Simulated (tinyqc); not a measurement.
# Illuminated p-n diode, drift-diffusion by the Gummel loop with Scharfetter-Gummel fluxes: effects of single changes

Abrupt junction at x = 0, p side from -Lp, n side to Ln, ohmic contacts. psi is counted from the intrinsic level; n = ni exp((psi - phin)/Vt), p = ni exp((phip - psi)/Vt). Contacts: p side psi = V - Vt ln(Na/ni), p = Na, n = ni^2/Na; n side psi = Vt ln(Nd/ni), n = Nd, p = ni^2/Nd. Constant mobilities, D = mu Vt, Boltzmann statistics, SRH recombination through a mid-gap level, U = (n p - ni^2)/(tp (n + ni) + tn (p + ni)). Current is positive from the p contact to the n contact.

Parameters, values chosen for the exercise; band and dielectric values close to those of silicon: temperature T = 300 K; band gap Eg = 1.12 eV; relative permittivity eps_r = 11.9; conduction-band density of states at T Nc = 2.76e19 cm^-3; valence-band density of states at T Nv = 2.6e19 cm^-3; acceptor density of the p side Na = 6.5e17 cm^-3; donor density of the n side Nd = 6.5e16 cm^-3; electron mobility mun = 500 cm^2/(V s); hole mobility mup = 280 cm^2/(V s); SRH lifetime of electrons tn = 6e-10 s; SRH lifetime of holes tp = 1e-7 s; length of the p side Lp = 1.5 um; length of the n side Ln = 0.45 um.

Constants: q = 1.602176634e-19 C, kB = 1.380649e-23 J/K, Vt = kB T/q, eps0 = 8.8541878128e-14 F/cm where lengths are in cm. Results are converted to the units shown.

Each table varies one quantity; the others keep the values above.

## Current against voltage in the dark

ni = sqrt(Nc Nv) exp(-Eg/(2 Vt)), Eg in volts. Poisson and both continuity equations are solved self-consistently with Scharfetter-Gummel fluxes on a graded mesh of 500 nodes. J_scr is q times the integral of U between -xp and xn. Ideal diffusion current J_id = q ni^2 [Dn coth(wp/Le)/(Le Na) + Dp coth(wn/Lh)/(Lh Nd)] (exp(V/Vt) - 1), Le = sqrt(Dn tn), Lh = sqrt(Dp tp), wp = Lp - xp, wn = Ln - xn, with xp and xn from the depletion approximation (W = sqrt(2 eps0 eps_r (Vbi - V)(1/Na + 1/Nd)/q), xp = W Nd/(Na + Nd), xn = W Na/(Na + Nd), Vbi = Vt ln(Na Nd/ni^2)). Ideality factor = 0.004 V/(Vt ln[J(V + 0.004 V)/J(V)]). Here G = 0.

In this table G = 0 cm^-3 s^-1.

Current against voltage in the dark:
columns A: V (V); B: J (A/cm^2); C: ideality factor; D: J_scr/J (%); E: J_id (A/cm^2); F: share recombining at the contacts (%); G: larger minority/doping at -xp and xn
```
A           B     C      D        E     F         G
0.17  2.49e-6  1.70   98.2  4.48e-8  1.70  2.88e-11
0.25  1.45e-5  1.76   93.4  9.72e-7  6.30  6.32e-10
0.32  7.13e-5  1.61   80.2  1.43e-5  18.9   9.40e-9
0.39  4.47e-4  1.33   53.4  2.11e-4  44.4   1.39e-7
0.46  0.00407  1.13   24.6  0.00311  71.7   2.06e-6
0.53   0.0493  1.05   8.65   0.0457  86.8   3.04e-5
0.61    0.989  1.02   2.27    0.985  92.7   6.48e-4
0.68     14.1  1.02  0.664     14.4  94.1   0.00910
0.75      187  1.11  0.165      210  94.5     0.108
```

J rises from 2.49e-6 to 187 A/cm^2; the ideality factor moves up and down between 1.02 and 1.76. Recombination in the depleted layer carries over half of the current up to V = 0.39 V, where the factor is 1.33; it grows roughly as exp(V/2 Vt), so diffusion overtakes it. Where the factor is lowest (V = 0.61 V), J is 0.38 % above the ideal diffusion current. From V = 0.75 V on the minority density at an edge of the layer exceeds a tenth of the doping, and in the last row J is 11 % below the ideal value.

## Solar-cell figures against the uniform generation rate

Jsc = -J(0), collected share Jsc/(q G (Lp + Ln)), estimate q G [W + Le tanh(wp/2 Le) + Lh tanh(wn/2 Lh)] at V = 0 with Le = sqrt(Dn tn), Lh = sqrt(Dp tp), W, wp = Lp - xp and wn = Ln - xn from the depletion approximation; J(Voc) = 0; Vmp maximises -J V; FF = Pmax/(Jsc Voc).

Solar-cell figures against the uniform generation rate:
```
G (cm^-3 s^-1)  Jsc (mA/cm^2)  collected share (%)  estimate of Jsc (mA/cm^2)  Voc (V)  Vmp (V)     FF  Pmax (mW/cm^2)
1e18                   0.0145                 46.3                     0.0145    0.249    0.176  0.561         0.00202
4e18                   0.0579                 46.3                     0.0581    0.311    0.230  0.612          0.0110
2e19                    0.290                 46.3                      0.291    0.374    0.291  0.669          0.0724
7e19                     1.01                 46.3                       1.02    0.417    0.336  0.708           0.299
3e20                     4.34                 46.3                       4.36    0.461    0.382  0.743            1.49
```

As G rises from 1e18 to 3e20, the collected share stays near 46.3 %, Voc rises from 0.249 to 0.461 V and FF rises from 0.561 to 0.743. The estimate of Jsc is within 0.35 % in all rows. Voc gains 85.6 mV a decade of Jsc, an ideality of 1.44.

tinyqc, about 0.6 s, one thread, Intel Xeon 2.30GHz (shared host): `OMP_NUM_THREADS=1 python tinyqc.py 2240088 2240089 out.jsonl`
